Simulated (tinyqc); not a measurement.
RHF in the sto-6g basis, for H2, spin multiplicity 1, step by step. One step of it, computed by the program tinyqc.

Question. Iteration 2: building the Fock matrix. J_ij = sum D_kl (ij|kl), K_ij = sum D_kl (ik|jl); F = H + J - 0.5 K; E = tr D H + tr D J / 2 - 0.25 tr D K + E_nn.

D after iteration 1:
```
          1H 1s     2H 1s
1H 1s  0.691297  0.691297
2H 1s  0.691297  0.691297
```

core Hamiltonian H = T + V (hartree):
```
           1H 1s      2H 1s
1H 1s  -0.946880  -0.604600
2H 1s  -0.604600  -0.946880
```

Two-electron integrals (ij|kl) in chemists' order, unique and non-zero (hartree):
```
(11|11) 0.774999   (21|11) 0.270810   (21|21) 0.124862   (22|11) 0.450332
(22|21) 0.270810   (22|22) 0.774999
```

nuclear repulsion = 0.48637611 hartree

Give: Coulomb J; exchange K; Fock matrix F; total energy of this density.

Answer.

Coulomb J (hartree):
```
       1H 1s  2H 1s
1H 1s  1.221  0.547
2H 1s  0.547  1.221
```

exchange K (hartree):
```
       1H 1s  2H 1s
1H 1s  0.996  0.772
2H 1s  0.772  0.996
```

Fock matrix F (hartree):
```
        1H 1s   2H 1s
1H 1s  -0.224  -0.444
2H 1s  -0.444  -0.224
```

total energy of this density = -1.04740 hartree
